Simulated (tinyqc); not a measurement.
Worked calculation: plane-wave Kohn-Sham cycle with exchange-only LDA in a layered model solid. One step of it, computed by the program tinyqc.

Question. Iteration 1: potential. V_H(G) = 4 pi rho(G)/G^2 for G != 0 (uniform background); v_x = -(3 rho/pi)^(1/3); V = V_ext + V_H + v_x; Fourier components f(G_m) = (1/N) sum_j f(x_j) exp(-i G_m x_j).

A solid whose potential varies along x alone (atomic units):
```
parameter,value
period a,9.700000
cross-section of the cell,33.000000
electrons per cell,4
grid points,16
"plane waves -n..n, n",3
k points,4
V1 in V1 cos(2 pi x/a),-0.200000
```

density at the start, on the grid x_j = j a/N (e/bohr^3): 0.01249609  0.01249609  0.01249609  0.01249609  0.01249609  0.01249609  0.01249609  0.01249609  0.01249609  0.01249609  0.01249609  0.01249609  0.01249609  0.01249609  0.01249609  0.01249609

Give: Potentials on the grid; V(G_m), m = 0, 1, 2, ....

Answer.

Potentials on the grid (hartree):
```
x,V_ext,V_H,v_x,V
0.0000,-0.2000,0.0000,-0.2285,-0.4285
0.6062,-0.1848,0.0000,-0.2285,-0.4133
1.2125,-0.1414,0.0000,-0.2285,-0.3699
1.8188,-0.0765,0.0000,-0.2285,-0.3051
2.4250,0,0.0000,-0.2285,-0.2285
3.0312,0.0765,0.0000,-0.2285,-0.1520
3.6375,0.1414,0.0000,-0.2285,-0.0871
4.2438,0.1848,0.0000,-0.2285,-0.0437
4.8500,0.2000,0.0000,-0.2285,-0.0285
5.4562,0.1848,0.0000,-0.2285,-0.0437
6.0625,0.1414,0.0000,-0.2285,-0.0871
6.6688,0.0765,0.0000,-0.2285,-0.1520
7.2750,0,0.0000,-0.2285,-0.2285
7.8812,-0.0765,0.0000,-0.2285,-0.3051
8.4875,-0.1414,0.0000,-0.2285,-0.3699
9.0938,-0.1848,0.0000,-0.2285,-0.4133
```

V(G_m), m = 0, 1, 2, ... (hartree): -0.2285  -0.1000  0.0000  0.0000  0.0000  0.0000  0.0000
